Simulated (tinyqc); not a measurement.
# From one set of inputs to another, one input at a time

Model: Haynes-Shockley experiment: drift, diffusion and decay of a minority-carrier pulse. Computed by tinyqc, a small Python program. Command: `OMP_NUM_THREADS=1 python tinyqc.py 3113919 3113920 out.jsonl haynes ladder`. One thread of a shared host (Intel(R) Xeon(R) Processor @ 2.30GHz), about 0.01 s of CPU time with the checks.

A thin sheet of excess carriers is made at x = 0, t = 0 in a long uniform bar; injection is low, so the pulse moves with the minority mobility.

The inputs printed are set A. Set A is modelled on electrons in p-type germanium in a lightly doped bar; the values taken over come from a set modelled on holes in n-type silicon in a lightly doped bar. Inputs not listed in the table keep their values of set A, so the rows need not describe a real material.

Inputs (values chosen for the exercise, modelled on electrons in p-type germanium in a lightly doped bar):
```
quantity                       value         unit
minority mobility mu            3730   cm^2/(V s)
lifetime tau                      90  microsecond
temperature T                    330            K
field F                           11         V/cm
distance d to the collector     0.32           cm
injected sheet density N0    7.1e+09       1/cm^2
```

Constants: k_B = 8.617333262e-05 eV/K.

Method:
- D = mu k_B T/e, v = mu F.
- Transit time d/v, diffusion length sqrt(D tau), drift length v tau, Peclet number v d/D = e F d/(k_B T).
- dn(x, t) = N0/sqrt(4 pi D t) exp(-(x - v t)^2/(4 D t) - t/tau).
- At fixed x the signal peaks where d ln(dn)/dt = 0: a t^2 + t/2 - x^2/(4 D) = 0 with a = v^2/(4 D) + 1/tau.
- The full width at half maximum is found by solving dn(x, t) = peak/2 on both sides of the peak.
- With w the full width at half maximum: mu = d/(F t_p); D = (w d)^2/(16 ln2 t_p^3); Einstein ratio D/mu against k_B T/e.

Each row keeps all changes above it:
```
input moved                               from          to  width at half maximum (microsecond)  apparent mobility (cm^2/(V s))  apparent D (cm^2/s)
set A                                        -           -                                 2.32                            3765                107.5
distance d to the collector (cm)          0.32         1.1                                 4.31                            3744                106.5
field F (V/cm)                              11          16                                 2.46                            3738                106.4
injected sheet density N0 (1/cm^2)  7100000000  1800000000                                 2.46                            3738                106.4
minority mobility mu (cm^2/(V s))         3730         414                                22.01                             417                 11.8
lifetime tau (microsecond)                  90          22                                21.43                             425                 11.8
temperature T (K)                          330         250                                18.81                             422                  8.9
```

Which inputs carry the difference?

Width at half maximum goes from 2.32 to 18.8, a factor 8.12 in all. The largest single move comes from minority mobility mu (a factor 8.94), and field F works against it (a factor 0.571). Apparent mobility goes from 3770 to 422, a factor 0.112 in all. The largest single move comes from minority mobility mu (a factor 0.112). Apparent D goes from 108 to 8.94, a factor 0.0831 in all. The largest single move comes from minority mobility mu (a factor 0.111). The single moves hold for this order of the switches; the total does not depend on the order.

Extremes, crossings and ranges named in words are read from the listed rows.
